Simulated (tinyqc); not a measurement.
What each parameter does: interface roughness in a thin film (subband fluctuation and scattering).

Square well of width t, barriers V0, c = hbar^2/2m0: E1 solves k t + 2 atan[(k/mz)/(kappa/mb)] = pi, k = sqrt(mz E/c), kappa = sqrt(mb (V0 - E)/c). One interface is rough, so the subband edge fluctuates by G dt with G = |dE1/dt| (central difference of 0.01 angstrom; 2 E1/t for hard walls).

Gaussian roughness spectrum S(q) = pi D^2 Lc^2 exp(-q^2 Lc^2/4). Degenerate gas, taken to fill one subband (the second starts to fill once c kF^2/md exceeds E2 - E1, which is not tested here): kF = sqrt(2 pi Ns/gv), q = 2 kF sin(theta/2), 1/tau = (md/(2 pi c hbar)) G^2 times the integral from 0 to pi of S(q)(1 - cos theta)/eps(q)^2 dtheta, eps(q) = 1 + qs/q with screening (qs = gv md q0/(c eps), q0 = e^2/(4 pi eps0), form factors left out, which overstates the screening; other scattering is left out too, so these values lie far above measured mobilities in all but the thinnest films) or 1 without; mobility = tau c2/md with c2 = e/m0 = 1.75882e15 cm^2/(V s^2); 1e12/cm^2 = 1e-4/angstrom^2.

Constants: hbar^2/2m0 = 3.80998211 eV angstrom^2; hbar = 6.58211957e-16 eV s; e^2/(4 pi eps0) = 14.39964547 eV angstrom.

Inputs chosen for the exercise (near those of a thin Ge channel on (111), one valley; shifted at random, so the results belong to these values and not to a real crystal): t = 38 angstrom (film thickness); mz = 1.631 m0 (confinement mass); V0 = 2.29 eV (barrier); mb = 0.29 m0 (barrier mass); md = 0.081 m0 (mass in the plane); gv = 1 (valleys); D = 1.7 angstrom (rms height of the roughness); Lc = 46 angstrom (correlation length); Ns = 1.8 x 1e12/cm^2 (sheet density); eps = 12.2 (mean dielectric constant at the channel).

G, G D, and the screened mobility.

One parameter was then changed.

Results before and after:
```
case     G (meV/angstrom)  G D (meV)  mobility (cm^2/(V s))
base                0.786       1.34              1.325e+06
changed             0.786       1.74              7.841e+05
```

Which of these changes was made? (a) Lc = 54 angstrom; (b) Ns = 2.88 x 1e12/cm^2; (c) D = 2.21 angstrom; (d) mz = 1.876 m0; (e) md = 0.093 m0; (f) t = 44 angstrom; (g) eps = 14.6; (h) V0 = 1.6 eV.

Answer: (c) D = 2.21 angstrom. Of the candidates, run in turn, only this one gives the changed row.

All candidates:
```
case                   G (meV/angstrom)  G D (meV)  mobility (cm^2/(V s))
base                              0.786       1.34              1.325e+06
t = 44 angstrom                   0.511       0.87              3.136e+06
D = 2.21 angstrom                 0.786       1.74              7.841e+05
Lc = 54 angstrom                  0.786       1.34              1.654e+06
Ns = 2.88 x 1e12/cm^2             0.786       1.34              2.589e+06
mz = 1.876 m0                     0.689       1.17              1.723e+06
md = 0.093 m0                     0.786       1.34              1.108e+06
V0 = 1.6 eV                       0.776       1.32              1.360e+06
eps = 14.6                        0.786       1.34              1.182e+06
```

In the base case G D is 0.025 times EF - E1 = 53.2 meV.

Run: tinyqc, `OMP_NUM_THREADS=1 python tinyqc.py 1250012 1250013 out.jsonl`; Intel(R) Xeon(R) Processor @ 2.30GHz, one thread, shared host; about 0.01 s of CPU time with all checks.
